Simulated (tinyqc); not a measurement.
Single-photon avalanche diode, trigger probability and counting: two steps of the calculation.

A multiplication layer of width W with the uniform field V/W; alpha = an exp(-bn/E) for electrons, beta = ap exp(-bp/E) for holes (local model, no dead space). a = alpha W, b = beta W. Electrons enter at x = 0, holes at x = W. P0 is the probability that an electron entering at 0 starts a lasting avalanche, PW the same for a hole entering at W.

Parameters, values chosen for the exercise; ionisation coefficients close to those of silicon: excess bias Vx = 8.4 V; probability that a photon makes a pair that enters the layer eta = 0.26; thermal generation rate in the layer Gd = 2100 1/s; dead time td = 5 ns; diode capacitance Cd = 14 fF; quench resistance Rq = 200 kohm; trapping probability per avalanche carrier pa = 3e-8; trap release time tt = 25 ns; photon rate nph = 6.9e6 1/s.

Constants: q = 1.602176634e-19 C. Results are converted to the units shown.

Task 1. Trigger probability by substitution. PW = 1 - (1 - P0)^(b/a); P0(new) = PW/(PW + (1 - PW) exp(b - a)).

P0 at the start = 0.5
a = 3.8037136
b = 0.77652270

Give: PW; P0 after iteration 1.

Result 1.

PW = 0.1319
P0 after iteration 1 = 0.7583

Task 2. Detection, dark counts, afterpulses and dead-time loss. Pm is the mean trigger probability of pairs made evenly in the layer. PDP = eta P0; dark counts Gd Pm; avalanche charge Cd Vx/q; afterpulse probability pa (Cd Vx/q) exp(-td/tt) Pm; true rate n = nph PDP + dark counts; measured n/(1 + n td) (non-paralysable) or n exp(-n td) (paralysable); recharge time Rq Cd.

P0 = 0.94217157
Pm = 0.74934000

Wanted: PDP; dark counts; avalanche charge; afterpulse probability; true rate; measured, non-paralysable; measured, paralysable; recharge time.

Result 2.

PDP = 0.2450
dark counts = 1574 1/s
avalanche charge = 7.340e5 electrons
afterpulse probability = 1.351 %
true rate = 1.692e6 1/s
measured, non-paralysable = 1.678e6 1/s
measured, paralysable = 1.678e6 1/s
recharge time = 2.800 ns

Dead time hides 0.84 % of the events in the first model and 0.84 % in the second.

tinyqc, about 0.01 s, one thread, Intel Xeon 2.30GHz (shared host): `OMP_NUM_THREADS=1 python tinyqc.py 2630115 2630116 out.jsonl`
